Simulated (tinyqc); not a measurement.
From results back to parameters: ellipsoidal valleys in the axes of a wafer and a channel. Two cases, with inputs chosen for the exercise.

Problem. A valley whose axis makes az^2 = 0.272727 with the surface normal has 1/mz = az^2/ml + (1 - az^2)/mt and mz md^2 = ml mt^2. Its confinement and density-of-states masses are given, and ml > mt.

Find: ml mt^2; mt; ml.

Method. Put ml = (mz md^2)/mt^2 into the first relation and solve for mt below (mz md^2)^(1/3), the value at which ml = mt; a scan of that range finds one root.

Case 1.

mz, md (m0): 0.1146573  0.3222527

Solution.

ml mt^2 = 0.011907
mt = 0.085 m0
ml = 1.648 m0

Case 2.

mz, md (m0): 0.0976179  0.3182315

Solution.

ml mt^2 = 0.009886
mt = 0.072 m0
ml = 1.907 m0

Computed by tinyqc, one run a case: `OMP_NUM_THREADS=1 python tinyqc.py N N+1 out.jsonl` with N = 1881084, 1881136; one thread of a shared Intel(R) Xeon(R) Processor @ 2.30GHz, about 0.01 s a run at most.
